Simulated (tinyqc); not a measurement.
Tunnelling through a gate dielectric, WKB transmission and Tsu-Esaki current: one step of the calculation.

Electrons leave the emitter at x = 0. Energies E (motion across the layers) are in eV from the emitter Fermi level; the collector Fermi level lies at -V and offers states at every E. No charge in the dielectric and no image force: F1 = V/t1, U = phi1 - F1 x. With C = hbar^2/(2 m0), kappa = sqrt(m (U - E)/C) where U > E and 0 elsewhere; T(E) = exp(-S), S = 2 times the integral of kappa over x.

Question. WKB exponent in closed form. Each layer adds (2/F) sqrt(m/C) [G(u at its left edge) - G(u at its right edge)] to S, with u = U - E (0 where negative) and G(u) = (2/3) u^1.5. The slope follows from 1/d = -dS/dE.

Inputs (values chosen for the exercise); dielectric values close to those of silicon dioxide:
- phi1 = 3.13 eV (barrier of layer 1 above the emitter Fermi level at zero bias)
- m1 = 0.52 m0 (tunnelling mass of layer 1)
- t1 = 7.8 nm (thickness of layer 1)
- V = 4.7 V (voltage across the dielectric)
- E = -0.11 eV (energy of the electron followed)

Constants: q = 1.602176634e-19 C, hbar = 1.054571817e-34 J s, m0 = 9.1093837015e-31 kg, hbar^2/(2 m0) = 0.0380998212 eV nm^2. Results are converted to the units shown.

Wanted: S; T(E); energy d over which T(E) grows by a factor e.

Answer.

S = 47.675
T(E) = 1.9719e-21
energy d over which T(E) grows by a factor e = 0.045307 eV

The midpoint rule gives S = 47.092, so its T(E) is 79 % above this value. The band edge of layer 1 drops below E inside the layer: the barrier there is triangular (the Fowler-Nordheim case).

Program tinyqc, `OMP_NUM_THREADS=1 python tinyqc.py 2540023 2540024 out.jsonl`; Intel Xeon 2.30GHz, shared host, one thread, about 0.02 s.
